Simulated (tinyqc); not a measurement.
Gated graphene, quantum capacitance: one step of the calculation.

phi is the Fermi level above the Dirac point, in volts; Vg is counted from the gate voltage of charge neutrality. Ideal linear bands, no charge puddles.

Problem. Gate capacitance. Cox = eps0 eox/tox.

Inputs (values chosen for the exercise):

| symbol | value | unit | meaning |
|---|---|---|---|
| eox | 7.43 |  | relative permittivity of the gate insulator (close to silicon nitride) |
| tox | 5.7 | nm | insulator thickness |

Constants: eps0 = 8.8541878128e-14 F/cm where lengths are in cm. Results are converted to the units shown.

Give: Cox.

Solution.

Cox = 1.1542 uF/cm^2

Computed by the program tinyqc: `OMP_NUM_THREADS=1 python tinyqc.py 2200117 2200118 out.jsonl`, one thread of a shared Intel Xeon 2.30GHz, about 0.01 s for the whole run.
